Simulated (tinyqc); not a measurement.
Worked calculation: Hubbard chain of 3 sites. One step of it, computed by the program tinyqc.

Question. The many-body Hamiltonian. Basis: all placements (u, d, 2, 0 on each site), up operators ordered before down ones; hops carry the sign of the same-spin electrons passed.

one-body matrix (hopping and site energies) (eV), lower triangle:
```
           1          2         3
1   0.000000
2  -0.760000   0.000000
3   0.000000  -0.760000  0.000000
```

U = 6.900000 eV

electrons, up and down: 1  1

Give: H.

Answer.

H (eV), lower triangle:
```
         200      ud0      u0d      du0      020      0ud      d0u      0du
200   6.9000
ud0  -0.7600   0.0000
u0d   0.0000  -0.7600   0.0000
du0  -0.7600   0.0000   0.0000   0.0000
020   0.0000  -0.7600   0.0000  -0.7600   6.9000
0ud   0.0000   0.0000  -0.7600   0.0000  -0.7600   0.0000
d0u   0.0000   0.0000   0.0000  -0.7600   0.0000   0.0000   0.0000
0du   0.0000   0.0000   0.0000   0.0000  -0.7600   0.0000  -0.7600   0.0000
002   0.0000   0.0000   0.0000   0.0000   0.0000  -0.7600   0.0000  -0.7600

        002
002  6.9000
```
